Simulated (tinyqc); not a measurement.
Inside a calculation. Model: FinFET, parasitic resistance, capacitance and delay.

Program tinyqc, `OMP_NUM_THREADS=1 python tinyqc.py 2170077 2170078 out.jsonl`; Intel Xeon 2.30GHz, shared host, one thread, about 0.03 s. Printed values are rounded.

Nf fins under one contact; each has gated perimeter p = 2 Hf + Wf and cross-section A = Hf Wf; contact width Wc = Nf pf, stack height Hs = Hf. Contact length Lc = CPP - Lg - 2 Lsp, shared by two neighbouring gates. Source and drain sides are equal. The formulas are first-order estimates, not field solutions.

Parameters, values chosen for the exercise; values close to those of silicon logic devices: temperature T = 300 K; number of fins Nf = 2; fin height Hf = 60 nm; fin width Wf = 8 nm; fin pitch pf = 24 nm; contacted gate pitch CPP = 42 nm; gate length Lg = 20 nm; spacer length Lsp = 6 nm; relative permittivity of the spacer ks = 5.5; gate height above the channel stack Hc = 20 nm; contact resistivity rc = 1.2e-9 ohm cm^2; resistivity of the source-drain epitaxy re = 0.00045 ohm cm; current-carrying depth of the epitaxy te = 30 nm; resistivity of the extension rx = 0.0013 ohm cm; gate overlap Lov = 2 nm; inversion capacitance Cinv = 2.2 uF/cm^2; injection velocity vx = 1.1e7 cm/s; apparent mobility mu = 150 cm^2/(V s); threshold at zero drain voltage VT = 0.28 V; barrier lowering dl = 0.035 V/V; subthreshold factor n = 1.11; wire load Cw = 0.4 fF; supply voltage Vdd = 0.8 V.

Constants: q = 1.602176634e-19 C, kB = 1.380649e-23 J/K, eps0 = 8.8541878128e-12 F/m, Vt = kB T/q. Results are converted to the units shown.

## Geometry and resistances

Epitaxy sheet resistance Rsh = re/te, transfer length LT = sqrt(rc/Rsh), contact Rc = [sqrt(rc Rsh)/Wc] coth(Lc/(2 LT)); extension of one fin Rx = rx Lsp/A. Effective width N p; for equal currents one side has Rc + Rx/N.

Lc = 10 nm
effective width = 256 nm
Rsh = 150 ohm
LT = 28.28427 nm
Rc = 505.1975 ohm
Rx = 162.5 ohm
one side times effective width = 150.1306 ohm um

Lc/2 is 0.18 transfer lengths, and Rc is 1.0 % above the area limit rc/(Wc Lc/2). The contact makes up 86.1 % of one side.

## Capacitances

With N fins: gate Cg = Cinv p N Lg; per side, plate Cp = ks eps0 [Wc (Hs + Hc) - N A]/Lsp, top fringe Cf = (2/pi) ks eps0 Wc ln(1 + Lg/(2 Lsp)), overlap Co = Cinv p N Lov. Cs = Cp + Cf + Co. An inverter of two such devices driving an equal one has the load CL = 2 (Cg + 2 Cs) + 4 Cs + Cw (its own drains counted twice for the Miller effect).

Cg = 112.6400 aF
Cp = 23.37506 aF
Cf = 1.459574 aF
Co = 11.26400 aF
CL = 914.0690 aF

The channel capacitance gives 24.6 % of CL, the parasitic parts 31.6 % and the wire 43.8 %.

## Iteration 1: fin currents at Vgs = Vdd, Vds = Vdd/2

I at the start (uA): fin 1 0, fin 2 0

One fin: I = p Q vx u/(1 + |u|^1.8)^(1/1.8), Q = Cinv n Vt ln(1 + exp((Vg' - VT + dl Vd')/(n Vt))), u = Vd' mu/(vx Lg), Vg' = Vgs - v, Vd' = Vds - 2 v, with the drop on each side v = Rc (sum of I) + Rx I. I(new) = I + 0.5 (I(out) - I).

drop v (mV): fin 1 0, fin 2 0
I(out) (uA): fin 1 152.0057, fin 2 152.0057
I after iteration 1 (uA): fin 1 76.00285, fin 2 76.00285

## Iteration 2: fin currents at Vgs = Vdd, Vds = Vdd/2

As before.

drop v (mV): fin 1 89.14336, fin 2 89.14336
I(out) (uA): fin 1 109.4680, fin 2 109.4680
I after iteration 2 (uA): fin 1 92.73544, fin 2 92.73544

## Course of the iteration: fin currents at Vgs = Vdd, Vds = Vdd/2

Stop when the largest change of I is below 1e-6 uA, or after 80 iterations.

Course of the iteration:
```
iteration  total I (uA)  largest |change| of one entry (uA)
1              152.0057                                76.0
2              185.4709                                16.7
3              189.8658                                2.20
4              190.2970                               0.216
5              190.3372                              0.0201
6              190.3409                             1.86e-3
7              190.3412                             1.73e-4
8              190.3413                             1.60e-5
9              190.3413                             1.49e-6
10             190.3413                             1.38e-7
```

Converged in 10 iterations. At the end each change is about 0.093 times the one before: linear convergence.

## Effective current, delay and energy

IH = I(Vdd, Vdd/2) = 190.3413 uA
IL = I(Vdd/2, Vdd), solved likewise = 64.87546 uA

Ieff = (IH + IL)/2, delay CL Vdd/(2 Ieff), energy CL Vdd^2, with CL the load of an inverter that drives an equal one.

Ieff = 127.6084 uA
delay = 2.865232 ps
energy = 585.0042 aJ

Without any series resistance Ieff would be 197 uA, so the resistances cost 35.1 %.
